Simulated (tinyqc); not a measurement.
# Site energy and hopping from one surface Green function

Inverse problem. A semi-infinite chain with site energy e0 and hopping -t has g_s = 1/(E - e0 - t^2 g_s). Inside the band |g_s| = 1/t and Re g_s = (E - e0)/(2 t^2). Find t and e0.

g_s at E = 0.86 eV = 0.19000000-0.98178409i 1/eV

Solution. t = 1/|g_s|, and e0 = E - 2 t^2 Re g_s.

t = 1.000 eV
e0 = 0.4800 eV

Program tinyqc, `OMP_NUM_THREADS=1 python tinyqc.py 2680046 2680047 out.jsonl`; Intel Xeon 2.30GHz, shared host, one thread, about 0.05 s.
